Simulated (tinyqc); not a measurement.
Inside a calculation. Model: leakage through a gate insulator: direct, Fowler-Nordheim, trap-assisted and Poole-Frenkel currents. Computed by tinyqc, a small Python program that keeps every step. Command: `OMP_NUM_THREADS=1 python tinyqc.py 3030554 3030555 out.jsonl oxideleak walk`. One thread of a shared host (Intel(R) Xeon(R) Processor @ 2.30GHz), about 0.01 s of CPU time with the checks. Intermediate numbers are printed to about 6 digits and carried at full precision; extremes and crossings named in words are read from the listed rows.

Electrons enter from the cathode Fermi level at x = 0; the conduction band of the insulator lies phi_b - e F x above it, F = V/t. WKB exponents use a parabolic band with mass m.

Inputs (values chosen for the exercise, with an insulator like HfO2):
```
quantity                          value   unit
thickness t                         2.7     nm
barrier phi_b                      1.47     eV
tunnelling mass m                   0.2    m_0
static constant eps_ox             20.7      -
optical constant eps_opt           4.13      -
voltage across the insulator V     0.48      V
trap depth phi_t                    0.8     eV
trap density N_t                1.8e+19  cm^-3
attempt rate nu_0                 1e+12    1/s
activation of capture E_a          0.32     eV
temperature T                       250      K
```

Constants: hbar^2/(2 m_0) = 3.80998212 eV angstrom^2; e = 1.602176634e-19 C; hbar = 1.054571817e-34 J s; k_B = 8.617333262e-05 eV/K; eps_0 = 8.8541878128e-12 F/m.

## Field and tunnelling without traps

For a level a distance phi(x) below the band, the WKB exponent is 2 int kappa dx with kappa = sqrt(m phi/(hbar^2/2m_0)); for a linear barrier from phi_1 down to phi_2 = max(phi_1 - e F d, 0) it is G = (4/3) sqrt(m/(hbar^2/2m_0)) (phi_1^(3/2) - phi_2^(3/2))/(e F). J_tun = e^3 F^2/(16 pi^2 hbar m phi_b) x exp(-G) / [1 - sqrt(phi_2/phi_b)]^2 with the free-electron mass in the cathode (m in m_0), phi_2 = max(phi_b - e V, 0): direct tunnelling for e V < phi_b, Fowler-Nordheim above. Image forces, back-flow and the limit on supply are left out, so J_tun is overstated below about 0.5 V. Equivalent oxide thickness = 3.9 t/eps_ox.

field F = 1.77778 MV/cm

equivalent oxide thickness = 0.508696 nm

WKB exponent G = 13.6995

tunnelling current J_tun = 578.512 A/cm^2

The barrier is a trapezoid: direct tunnelling. Caution: at so low a voltage the back-flow from the anode and the carrier supply, left out of this formula, matter.

## One trap at several depths

A trap at depth x lies phi_t below the band. Capture: tunnel at the cathode Fermi level from 0 to x (G_in from phi_1 = phi_b), rate nu_0 exp(-G_in - E_c/k_B T) with E_c = E_a + max(phi_b - phi_t - e F x, 0), the last term being the height of the trap above the cathode Fermi level. Emission: tunnel from the trap level to the anode (G_out from phi_1 = phi_t over t - x), rate nu_0 exp(-G_out - E_a/k_B T). Re-emission to the cathode follows from detailed balance, rate_back = rate_in exp(dE/k_B T) with dE = phi_b - phi_t - e F x. Each trap passes R = rate_in rate_out/(rate_in + rate_back + rate_out) electrons per second; filling from the anode is left out. Depths: t times 0.08, 0.2, 0.32, 0.44, 0.56, 0.68, 0.8 and 0.92, rounded to 0.01 nm.

Rates:
```
x (nm)     G_in    G_out  E_c (eV)  rate in (1/s)  rate back (1/s)  rate out (1/s)      R (1/s)
0.22     1.2141  8.59768  0.950889    2.01209e-08      1.05150e+05     6.53372e+01  1.24948e-11
0.54     2.9506  7.68503  0.894000    4.96976e-08      1.85211e+04     1.62749e+02  4.32900e-10
0.86     4.6515  6.70764  0.837111    1.27197e-07      3.38048e+03     4.32507e+02  1.44280e-08
1.19     6.3674  5.63616  0.778444    3.48266e-07      6.07777e+02     1.26279e+03  2.35109e-07
1.51     7.9936  4.53897  0.721556    9.60478e-07      1.19534e+02     3.78297e+03  9.31058e-07
1.84     9.6308  3.35055  0.662889    2.84542e-06      2.32531e+01     1.24154e+04  2.84010e-06
2.16    11.1787  2.14542  0.606000    8.48630e-06      4.94566e+00     4.14324e+04  8.48529e-06
2.48    12.6866  0.89057  0.549111    2.63437e-05      1.09485e+00     1.45317e+05  2.63435e-05
```

The most effective of these traps sits at 2.48 nm, 92 % of the way; where rate back exceeds rate out, re-emission drains the trap, and elsewhere the slower forward step limits R.

## Trap-assisted current

J_TAT = e N_t int_0^t R dx by the midpoint rule on 400 intervals; the most effective depth is the midpoint with the largest R, rounded to 0.01 nm.

trap-assisted current J_TAT = 4.70607e-12 A/cm^2

most effective depth = 2.7 nm

## Poole-Frenkel bound

Poole-Frenkel emission over the lowered barrier of a charged trap: lowering sqrt(e F/(pi eps_opt eps_0)); J_PF = e N_t^(2/3) nu_0 exp(-(phi_t - lowering)/k_B T), one sheet of traps emitting with supply unlimited (an upper bound).

barrier lowering = 0.497932 eV

Poole-Frenkel bound J_PF = 0.895624 A/cm^2

Caution: the film is too thin for the Poole-Frenkel picture (the lowering is a large part of the whole drop, or the traps are further apart than the film is thick), so J_PF is only nominal.

## Total without and with traps

J = J_tun + J_TAT (the Poole-Frenkel bound is not added); the ratio J/J_tun is the excess that stress-made traps add.

total current J = 578.512 A/cm^2

J/J_tun = 1

## Against voltage

The formulas are those given above.

Currents:
```
V (V)  F (MV/cm)  J_tun (A/cm^2)  J_TAT (A/cm^2)  best depth (nm)
0.32      1.1852     3.94289e+02     7.17170e-15             2.70
0.65      2.4074     8.83189e+02     1.08293e-08             2.70
0.99      3.6667     2.18033e+03     4.57630e-06             1.83
1.32      4.8889     5.66619e+03     3.93315e-05             1.37
1.65      6.1111     2.64556e+04     1.43270e-04             1.10
1.98      7.3333     1.68176e+05     3.64787e-04             0.93
2.31      8.5556     6.61132e+05     7.52175e-04             0.81
2.64      9.7778     1.91313e+06     1.34995e-03             0.71
2.97     11.0000     4.49523e+06     2.18574e-03             0.64
```

Tunnelling without traps rules in every row. Over the range J_tun grows by 4.1 decades and J_TAT by 11.5. The best depth moves towards the cathode as the field rises. The highest rows may lie beyond breakdown. Below about 0.5 V the formula for J_tun, which has no back-flow, overstates the current.

## Against thickness at fixed field

The formulas are those given above.

Currents:
```
t (nm)    V (V)  J_tun (A/cm^2)  J_TAT (A/cm^2)
1.2     0.21333     4.75195e+06     2.91464e-14
1.6     0.28444     3.43023e+05     1.09299e-13
2.2     0.39111     9.31478e+03     8.15774e-13
3.0     0.53333     1.18600e+02     1.40743e-11
4.0     0.71111     8.98057e-01     4.43906e-10
5.5     0.97778     1.76401e-03     5.56047e-10
7.5     1.33333     4.08863e-06     5.52428e-10
10.0    1.77778     8.29113e-07     5.51483e-10
```

Between the first rows J_tun falls by 2.85 decades per nm. J_TAT stays below J_tun at all these thicknesses. Below about 0.5 V the formula for J_tun, which has no back-flow, overstates the current.

Checks made by the program: the WKB exponent by quadrature (relative difference below 1e-10); the integral with twice the points (relative difference 2e-05).
